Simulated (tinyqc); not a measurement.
Thin-body transistor below threshold, two-dimensional Poisson equation on a small mesh: effect of the insulator thickness.

A thin body on a thick buried insulator of low permittivity, taken as carrying no normal field at the bottom of the body (row 0). Mobile charge is neglected (subthreshold), the body is fully depleted, and potentials are counted from the intrinsic level; rows run upward to the gate, columns from source to drain.

Mesh: rows i = 0..12 in the semiconductor (step hs = tb/12, row 12 on the interface), then 8 step(s) ho = tox/8 up to the gate row 20; columns j = 0..80 (step hy = L/80). Box integration, divided by eps0: up_i = eps hy/h of the interval above row i, dn_i = that of the interval below (0 for row 0), lat_i = (sum of eps h/2 over the intervals above and below)/hy, s_i = -q Na w_i hy/eps0 with w_i the semiconductor height of the box (hs/2 for row 0 and the interface row, hs between, 0 in the insulator). Each free node obeys (up + dn + 2 lat) psi = up psi(above) + dn psi(below) + lat [psi(left) + psi(right)] + s. Fixed values: gate row Vg - Vfb; column 0 at Vbi and the last column at Vbi + Vd in the semiconductor, each running linearly to Vg - Vfb across the insulator. The system is solved directly. On row 0 the minimum of psi and its place come from a parabola through the three lowest nodes; barrier = Vbi - minimum, swing = Vt ln 10/(d psi/dVg), DIBL = (d psi/dVd)/(d psi/dVg) there. Lambda = pi/k with k the smallest positive root of tan(k tox) tan(k tb) = eox/eps_r.

Values chosen for this exercise; semiconductor permittivity close to that of silicon: temperature T = 300 K; relative permittivity of the semiconductor eps_r = 11.9; relative permittivity of the insulator eox = 9; body thickness tb = 6 nm; channel length L = 33 nm; acceptor density of the depleted body Na = 0 cm^-3; potential of the source Vbi = 0.56 V; gate offset Vfb = -0.07 V; gate voltage Vg = 0.05 V; drain voltage Vd = 0.3 V.

Constants: q = 1.602176634e-19 C, kB = 1.380649e-23 J/K, Vt = kB T/q, eps0 = 8.8541878128e-14 F/cm where lengths are in cm. Results are converted to the units shown.

Effect of the insulator thickness:
```
tox (nm)  L/Lambda  barrier (V)  place y/L  swing (mV/decade)  DIBL (mV/V)
1.2          2.182       0.3940     0.4619              64.94        33.83
1.6          2.045       0.3838     0.4593              66.28        42.19
2.2          1.873       0.3678     0.4554              68.50        55.95
3            1.690       0.3458     0.4503              71.80        76.28
4.2          1.479       0.3129     0.4426              77.40        110.3
5.8          1.274       0.2712     0.4320              85.96        161.0
```

As tox goes from 1.2 to 5.8 nm, the barrier falls from 0.394 to 0.271 V, the swing rises from 64.9 to 86.0 mV a decade and DIBL rises from 33.8 to 161 mV/V; the ideal swing is 59.5. L/Lambda goes from 2.2 to 1.3.

Numbers from tinyqc (`OMP_NUM_THREADS=1 python tinyqc.py 2480135 2480136 out.jsonl`; about 0.2 s on one thread of a shared Intel Xeon 2.30GHz).
